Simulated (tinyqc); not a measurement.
Changing the electric field F: hot carriers by balance equations with a heated Maxwellian. Computed by tinyqc, a small Python program. Command: `OMP_NUM_THREADS=1 python tinyqc.py 3008167 3008168 out.jsonl hot sweep`. One thread of a shared host (Intel(R) Xeon(R) Processor @ 2.30GHz), about 0.04 s of CPU time with the checks.

The carriers follow a Maxwellian at an electron temperature T_e, slightly displaced; the drift energy is neglected against k_B T_e. The balance averages the rate, not the time, so mu_0 lies below the relaxation-time value.

Inputs (values chosen for the exercise, modelled on holes in germanium): effective mass m = 0.298 m_0; density rho = 5323 kg/m^3; sound velocity v_l = 5470 m/s; acoustic deformation potential D_A = 4.7 eV; phonon energy hbar w = 36.4 meV; optical or intervalley deformation potential D_o = 7.9 1e8 eV/cm; final valleys Z_f = 1; lattice temperature T = 350 K; iteration cap = 300.

Band: parabolic. Solver: Newton.

Constants: k_B = 8.617333262e-05 eV/K; k_B = 1.380649e-23 J/K; e = 1.602176634e-19 C; hbar = 1.054571817e-34 J s; m_0 = 9.1093837015e-31 kg; hbar = 6.582119569e-16 eV s.

Method:
- Parabolic band: E = hbar^2 k^2/(2 m), speed v = hbar k/m, states per spin, volume and energy g(E) = m k/(2 pi^2 hbar^2). Masses are multiplied by m_0 and all formulas are in SI units.
- Phonon occupation N_q = 1/(exp(hbar w/(k_B T)) - 1).
- Acoustic deformation potential (elastic, equipartition, absorption and emission together): 1/tau = 2 pi k_B T D_A^2 g(E)/(hbar rho v_l^2).
- Optical or intervalley deformation potential: 1/tau = (pi Z_f D_o^2/(rho w)) [N_q g(E + hbar w) + (N_q + 1) g(E - hbar w)], with g = 0 below the band edge.
- Averages over the Maxwellian, <y> = int y x^(1/2) exp(-x) dx / int x^(1/2) exp(-x) dx with x = E/(k_B T_e), split at x_0 = hbar w/(k_B T_e): 64 Gauss-Legendre points in sqrt(x) below it and 128 in sqrt(x - x_0) above it, up to x = 32. Momentum balance: mu(T_e) = e/(m nu), nu = <x (sum of rates)>/<x>. Power lost per carrier: P(T_e) = hbar w <emission rate - absorption rate> + <(2 m v_l^2/(k_B T)) (E - 2 k_B T) acoustic rate>.
- Energy relaxation time at weak heating: tau_E = (3/2) k_B / (dP/dT_e), the derivative by a central difference of +/- 0.5 K at T_e = T.
- Newton: h(T_e) = P - e mu F^2, T_new = T_e - h/h', with h' by a central difference of +/- 0.5 K, limited to the range T to 3 T_e.
- Start at T_e = 1.5 T; stop when T_e moves by less than 1e-6 K or exceeds 1e6 K.
- v = mu(T_e) F; warm-carrier coefficient (mu/mu_0 - 1)/F^2.

One run for each value:
```
electric field F (kV/cm)  drift velocity (1e7 cm/s)  electron temperature T_e (K)  mu/mu_0
0.10                                         0.0187                           350   0.9996
0.22                                         0.0412                           351   0.9979
0.46                                         0.0855                           354   0.9910
1.00                                         0.1801                           370   0.9604
2.20                                         0.3518                           441   0.8524
4.60                                         0.5551                           688   0.6434
10.00                                        0.7240                          1714   0.3860
```

What does the table show, and why?

Over the rows, drift velocity (1e7 cm/s) rises from 0.0187 to 0.724 (exponent d ln y / d ln x 1.00 between the first rows and 0.34 between the last); electron temperature T_e (K) rises from 350 to 1710 (exponent d ln y / d ln x 0.0029 between the first rows and 1.2 between the last); mu/mu_0 falls from 1.000 to 0.386 (exponent d ln y / d ln x -0.0021 between the first rows and -0.66 between the last). At the low end the exponent of drift velocity is 1.00, close to 1: Ohm's law. At the low end the exponent of electron temperature T_e is 0.00, close to 0: the gas is still at the lattice temperature. The mobility has lost 10 % between 1.00 and 2.20 kV/cm. Left out: 22.0, 46.0, 100 (T_e far beyond the range of the model).

Caution (rows 10.0): k_B T_e exceeds 0.12 eV, where non-parabolicity and a non-Maxwellian tail matter.

Extremes, crossings and ranges named in words are read from the listed rows.
